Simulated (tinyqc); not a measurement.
Charge neutrality of a doped semiconductor with incomplete ionisation. Changing the donor density N_D. Computed by tinyqc, a small Python program. Command: `OMP_NUM_THREADS=1 python tinyqc.py 3003410 3003411 out.jsonl dopant sweep`. One thread of a shared host (Intel(R) Xeon(R) Processor @ 2.30GHz), about 0.02 s of CPU time with the checks.

Energies are counted from the top of the valence band; E_D is measured down from the conduction band and E_A up from the valence band.

Inputs (values chosen for the exercise, modelled on diamond):
```
quantity                             value  unit
gap at 0 K E_g0                        5.4    eV
Varshni alpha                     0.000487  eV/K
Varshni beta                          1550     K
electron mass m_e                    0.588   m_0
valleys M_c                              6     -
hole mass m_h                        0.792   m_0
donor depth E_D                       0.55    eV
donor degeneracy g_D                     2     -
static dielectric constant eps_s       5.5     -
temperature T                          450     K
iteration cap                           60     -
```

Doping: n-type. Statistics of the bands: Boltzmann. Solver: Newton steps on the logarithm. Start of Newton steps: intrinsic level E_i.

Constants: m_0 = 9.1093837015e-31 kg; k_B = 1.380649e-23 J/K; h = 6.62607015e-34 J s; k_B = 8.617333262e-05 eV/K.

Method:
- E_g = E_g0 - alpha T^2/(T + beta).
- N_c = 2 M_c (2 pi m_e k_B T/h^2)^(3/2) and N_v = 2 (2 pi m_h k_B T/h^2)^(3/2), masses in units of m_0.
- n_i = sqrt(N_c N_v) exp(-E_g/(2 k_B T)); E_i = E_g/2 + (k_B T/2) ln(N_v/N_c).
- n = N_c exp((E_F - E_g)/k_B T), p = N_v exp(-E_F/k_B T).
- N_D+ = N_D/(1 + g_D exp((E_F - E_g + E_D)/k_B T)).
- Neutrality: p + N_D+ = n + N_A-; the log ratio is ln[(p + N_D+)/(n + N_A-)].
- Newton steps from the start named, with the slope from a central difference of 1e-6 eV; the function is the log ratio y = ln[(p + N_D+)/(n + N_A-)]; the bracket -0.3 to E_g + 0.3 eV is narrowed by the sign of y at each step, and a step that would leave it is replaced by its midpoint; stop when |log ratio| < 1e-9.

One run for each value; columns: (1) donor density N_D (cm^-3); (2) majority density n (cm^-3); (3) ionised share of the donors; (4) distance of E_F from the majority band edge (eV); (5) minority density p (cm^-3):
```
(1)              (2)       (3)      (4)         (5)
2.00e+17  2.9168e+15  0.014584  0.41350  1.6509e-36
6.30e+17  5.1935e+15  0.008244  0.39113  9.2718e-37
2.00e+18  9.2702e+15  0.004635  0.36866  5.1943e-37
6.30e+18  1.6470e+16  0.002614  0.34638  2.9237e-37
2.00e+19  2.9362e+16  0.001468  0.32396  1.6400e-37
6.30e+19  5.2128e+16  0.000827  0.30170  9.2373e-38
2.00e+20  9.2896e+16  0.000464  0.27929  5.1835e-38
6.30e+20  1.6489e+17  0.000262  0.25704  2.9203e-38
2.00e+21  2.9381e+17  0.000147  0.23464  1.6389e-38
```

What does the table show, and why?

Over the rows, majority density n (cm^-3) rises from 2.92e15 to 2.94e17 (exponent d ln y / d ln x about 0.50 throughout); ionised share of the donors falls from 0.0146 to 1.47e-4 (exponent d ln y / d ln x about -0.50 throughout); distance of E_F from the majority band edge (eV) falls from 0.414 to 0.235 (exponent d ln y / d ln x -0.048 between the first rows and -0.079 between the last). The exponent of majority density n stays at 0.50: the exponent of weak ionisation without compensation, n = sqrt(n1 N_D).

Caution (rows 6.30e20, 2.00e21): N^(1/3) a is above 0.2 for the radius a = e^2/(8 pi eps_0 eps_s E) of the dopant: near the Mott value, 0.26, the level broadens, and above it the level has merged with the band and all dopants are ionised, so such results of a fixed depth are only formal.
